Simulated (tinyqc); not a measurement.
Extended Hueckel theory, for H4-, step by step. The parameters take no account of the charge, which enters only through the electron count, and nothing here shows that the anion is bound. One step of it, computed by the program tinyqc.

Problem. Wolfsberg-Helmholz matrix. H_ij = K' S_ij (H_ii + H_jj)/2 for i != j (the diagonal keeps H_ii), with K' = K + D^2 + D^4 (1 - K), D = (H_ii - H_jj)/(H_ii + H_jj), K = 2.

overlap S, lower triangle:
```
          1H 1s     2H 1s     3H 1s     4H 1s
1H 1s  1.000000
2H 1s  0.652091  1.000000
3H 1s  0.110903  0.340827  1.000000
4H 1s  0.030987  0.110903  0.652091  1.000000
```

diagonal H_ii (eV): 1H 1s -13.600000, 2H 1s -13.600000, 3H 1s -13.600000, 4H 1s -13.600000

K = 2.000000

Give: H.

Solution.

H (eV), lower triangle:
```
         1H 1s    2H 1s    3H 1s    4H 1s
1H 1s  -13.600
2H 1s  -17.737  -13.600
3H 1s   -3.017   -9.271  -13.600
4H 1s   -0.843   -3.017  -17.737  -13.600
```
